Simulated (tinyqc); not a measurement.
Inside a calculation: exchange-split free-electron bands and tunnelling magnetoresistance. Values are carried at full precision from step to step, so a last printed digit may differ when a step is redone from the rounded ones.

Majority and minority bands E = c k^2/m -/+ Dx/2, c = hbar^2/2m0, so k_up = sqrt(m (EF + Dx/2)/c), k_dn = sqrt(m (EF - Dx/2)/c); n_s = k_s^3/(6 pi^2), D_s = m k_s/(4 pi^2 c).

Constants: hbar^2/2m0 = 3.80998211 eV angstrom^2.

Parameters, chosen for this exercise: EF = 4.49 eV (Fermi energy above the mean band bottom); Dx = 4.38 eV (exchange splitting); m = 0.93 m0 (mass in the electrodes); mb = 0.3 m0 (mass in the barrier); phi = 1.04 eV (barrier height above EF); d = 15.2 angstrom (barrier thickness).

## The two Fermi spheres

Give k_s, n_s, D_s, the moment per electron (n_up - n_dn)/n and three polarisations: of D, of D v and of D v^2 (v proportional to k).

k_up, k_dn (1/angstrom): 1.2769  0.7493

n_up, n_dn (1/angstrom^3): 0.03516  0.00710

D_up, D_dn (1/(eV angstrom^3)): 0.00790  0.00463

moment per electron = 0.6638 muB

polarisations: D 0.2604, D v 0.4878, D v^2 0.6638

The three numbers differ although they describe one band structure: each probe (density of states, ballistic current, diffusive current) weights the velocity differently.

## Transmissions

Barrier: kappa = sqrt(mb phi/c), c = hbar^2/2m0. With a = k1/m, b = k2/m, w = kappa/mb, the transmission at normal incidence is T(k1, k2) = 4 a b w^2/[w^2 (a + b)^2 + (w^2 + a^2)(w^2 + b^2) sinh^2(kappa d)]. Parallel: G_P = T(up, up) + T(dn, dn); antiparallel: G_AP = 2 T(up, dn); TMR = (G_P - G_AP)/G_AP. Julliere: TMR = 2 P^2/(1 - P^2). Slonczewski factor: P_eff = P_k (w^2 - a_up a_dn)/(w^2 + a_up a_dn), P_k = (k_up - k_dn)/(k_up + k_dn).

Evaluate kappa and the three T.

kappa = 0.2862 1/angstrom
kappa d = 4.350

T: up-up 0.0005854, dn-dn 0.0006479, up-dn 0.0006158

The minority channel transmits more, by a factor 1.11; the common factor exp(-2 kappa d) is 0.000167.

## Magnetoresistance

From the T, and from the Julliere formula with P_k and with P_eff.

TMR from T = 0.13 %
P_k = 0.2604
P_eff = -0.0254
Julliere with P_k = 14.55 %
Julliere with P_eff = 0.13 %

The interface factor is -0.097: it reverses the sign of the tunnelling polarisation. The plain Julliere value lies 14.4 points above the result and the one with P_eff 0.00 points from it. Symmetry filtering in crystalline barriers, which gives far larger values, is outside this model.

## Checks

- TMR of a thick barrier against the Julliere formula with P_eff: both 0.001287.

Program tinyqc; command `OMP_NUM_THREADS=1 python tinyqc.py 1651678 1651679 out.jsonl`; about 0.01 s on one thread of a shared Intel(R) Xeon(R) Processor @ 2.30GHz.
